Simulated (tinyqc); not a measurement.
Gaps across the alloy: virtual-crystal alloy in the empirical-pseudopotential method.

Empirical pseudopotential on the fcc lattice, atoms at +/- tau, tau = a (1,1,1)/8, no spin-orbit coupling. H(G,G') = c (2 pi/a)^2 |k + G|^2 delta + VS(q) cos(q.tau) + i VA(q) sin(q.tau), q = G - G', c = hbar^2/2m0; k and G in units of 2 pi/a; VS at |q|^2 = 3, 8, 11 and VA at 3, 4, 11, in rydberg, zero elsewhere. At each k the basis holds all G with |k + G|^2 up to 16; energies are counted from the fourth level at Gamma.

Virtual crystal A(1-x)B(x): a = (1 - x) a_A + x a_B. Rule linear: V = (1 - x) V_A + x V_B. Rule volume: V = [(1 - x) a_A^3 V_A + x a_B^3 V_B]/a^3, since a form factor is an atomic potential divided by the cell volume.

Constants: hbar^2/2m0 = 3.80998211 eV angstrom^2; Ry = 13.60569312 eV.

Parameters, chosen for this exercise (classic local form factors of the size used for Si (A) and Ge (B), which place X and L only to a few tenths of an eV; not measured data):
```
symbol  value                   unit      meaning
a       (5.423, 5.655)          angstrom  lattice constants of A, B
VSA     (-0.215, 0.04, 0.079)   Ry        symmetric form factors of A
VAA     (0, 0, 0)               Ry        antisymmetric form factors of A
VSB     (-0.229, 0.011, 0.061)  Ry        symmetric form factors of B
VAB     (0, 0, 0)               Ry        antisymmetric form factors of B
rule    linear                            mixing rule
```

Gaps from the valence top to the fifth band at Gamma, at L = (1/2,1/2,1/2) and at the lowest of k = (f,0,0), f = 0.70, 0.75, ..., 1.00. Bowing C = 4 [(E(0) + E(1))/2 - E(1/2)].

Gaps (eV):
```
x      Gamma  Delta/X  f of the minimum      L   lowest
0.000  3.399    0.840              0.85  1.834  Delta/X
0.167  3.411    0.871              0.85  1.702  Delta/X
0.333  3.051    0.901              0.85  1.566  Delta/X
0.500  2.639    0.928              0.85  1.425  Delta/X
0.667  2.220    0.954              0.85  1.281  Delta/X
1.000  1.360    0.998              0.85  0.979        L
```

Give the missing row, x = 0.833.

Computed row:
```
x      Gamma  Delta/X  f of the minimum      L   lowest
0.833  1.794    0.977              0.85  1.132  Delta/X
```

bowing (eV): Gamma -1.040, Delta/X -0.037, L -0.075

The lowest valley changes: Delta/X to L between x = 0.833 and 1.000. From A to B the Gamma gap moves by -2.04 eV, L by -0.85 eV and Delta/X by +0.16 eV; a move of Delta/X below about 0.4 eV is within the error of such form factors, sign included. The virtual crystal holds no disorder and no bond relaxation, so its bowing comes from the non-linear dependence on the mean potential and volume alone, and it may differ from measured bowing, which is positive in these alloys, in size and even in sign; crossings move with it; where the character of the fifth band at Gamma changes along x, its value mixes two levels.

Run: tinyqc, `OMP_NUM_THREADS=1 python tinyqc.py 1051172 1051173 out.jsonl`; Intel(R) Xeon(R) Processor @ 2.30GHz, one thread, shared host; about 0.2 s of CPU time with all checks.
